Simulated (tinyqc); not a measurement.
The same stress in different states: Raman shift of the zone-centre optical phonon of a diamond-structure crystal under stress. Computed by tinyqc, a small Python program. Command: `OMP_NUM_THREADS=1 python tinyqc.py 3031851 3031852 out.jsonl ramanstress walk`. One thread of a shared host (Intel(R) Xeon(R) Processor @ 2.30GHz), about 0.01 s of CPU time with the checks.

Axes x, y, z are the cube axes. Strain shifts the threefold optical mode and can split it; p, q and r are the phonon deformation potentials.

Inputs (values chosen for the exercise, modelled on germanium): unstrained frequency omega_0 = 300.9 1/cm; p/omega_0^2 = -1.5; q/omega_0^2 = -1.97; r/omega_0^2 = -1.16; C11 = 127.8 GPa; C12 = 47.58 GPa; C44 = 66.06 GPa; stress sigma (tension positive) = -1.2 GPa.

Stress state: biaxial. Axis: [110].

Method:
- S11 = (C11 + C12)/D, S12 = -C12/D, D = (C11 - C12)(C11 + 2 C12), S44 = 1/C44.
- eps_xx = S11 sigma_xx + S12 (sigma_yy + sigma_zz), and cyclic; eps_xy = S44 sigma_xy/2 (tensor strain).
- Secular matrix: M_xx = p eps_xx + q (eps_yy + eps_zz), M_xy = 2 r eps_xy; its eigenvalues are omega^2 - omega_0^2, and the shifts are these over 2 omega_0.
- Uniaxial: sigma n n^T; biaxial: sigma (1 - n n^T); hydrostatic: sigma 1. The line seen from (001) is taken as unresolved, at the intensity-weighted shift M_zz/(2 omega_0).

S44 = 15.1378 1/TPa

S11 = 9.80552 1/TPa

S12 = -2.66020 1/TPa

Shifts (1/cm):
```
state                   lowest  middle  highest  line seen from (001)
uniaxial [100]          0.7632  1.8209   1.8209                1.8209
uniaxial [110]         -0.2931  1.8209   2.8772                1.8209
uniaxial [001]          0.7632  1.8209   1.8209                0.7632
uniaxial [111]          0.4116  0.4116   3.5818                1.4683
biaxial, normal [001]   2.5841  2.5841   3.6418                3.6418
biaxial, normal [111]   0.8232  3.9934   3.9934                2.9367
hydrostatic             4.4050  4.4050   4.4050                4.4050
```

What does the comparison show, and why?

Seen from (001), uniaxial stress along [100] and along [110] give the same shift (1.821), and equal biaxial stress in the plane gives twice as much (3.642), since only sigma_xx + sigma_yy and sigma_zz enter M_zz. Stress along [001] gives 0.763. One measured shift therefore fixes the stress only once its state is assumed: read as uniaxial in the plane, a shift implies twice the stress that it does read as biaxial.

Extremes, crossings and ranges named in words are read from the listed rows.
